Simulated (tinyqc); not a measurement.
Through the band inversion: Shockley state of an s-p chain by decimation.

Each site has s at -d/2 and p at +d/2: H0 = diag(-d/2, d/2). The block to the next site on the right is H1 = [[-ts, u], [-u, tp]] (rows s, p of site n; columns s, p of site n + 1). Bulk: H(k) = [[-d/2 - 2 ts cos k, 2i u sin k], [-2i u sin k, d/2 + 2 tp cos k]]. The bands are inverted at k = pi if d < 2 (ts + tp).

Parameters, chosen for this exercise:
- ts = 0.62 eV (s-s hopping)
- tp = 1.42 eV (p-p hopping)
- u = 1.27 eV (s-p hopping)

d = f 2 (ts + tp). Gap edges from 201 k points; levels in the gap from an open chain of 60 sites (their mean, and the weight on the two end sites summed over them, divided by their number); a dash: none.

Against d:

| f | d (eV) | top of lower band (eV) | bottom of upper band (eV) | levels in the gap | mean level (eV) | end weight |
|---|---|---|---|---|---|---|
| 0.10 | 0.408 | -1.4440 | 1.0360 | 2 | -0.0800 | 0.968 |
| 0.30 | 1.224 | -1.8520 | 0.6280 | 2 | -0.2400 | 0.889 |
| 0.50 | 2.040 | -1.8200 | 0.2200 | 2 | -0.4000 | 0.733 |
| 0.70 | 2.856 | -1.4120 | -0.1880 | 2 | -0.5600 | 0.498 |
| 0.85 | 3.468 | -1.1060 | -0.4940 | 2 | -0.6800 | 0.271 |
| 1.15 | 4.692 | -1.1060 | -0.4940 | 0 | - | - |
| 1.30 | 5.304 | -1.4120 | -0.1880 | 0 | - | - |
| 1.60 | 6.528 | -2.0240 | 0.4240 | 0 | - | - |

Levels in the gap appear for f = 0.1, 0.3, 0.5, 0.7 and 0.85 and for none of the other rows; the gap closes at f = 1. The level lies at -0.0800 eV for f = 0.1 and -0.6800 eV for f = 0.85, on the line E = d (ts - tp)/(2 (ts + tp)), and its end weight goes from 0.97 to 0.27: no shift of the surface potential is needed, the inversion alone binds it.

tinyqc: `OMP_NUM_THREADS=1 python tinyqc.py 1451297 1451298 out.jsonl`; about 0.2 s, one thread, shared Intel(R) Xeon(R) Processor @ 2.30GHz.
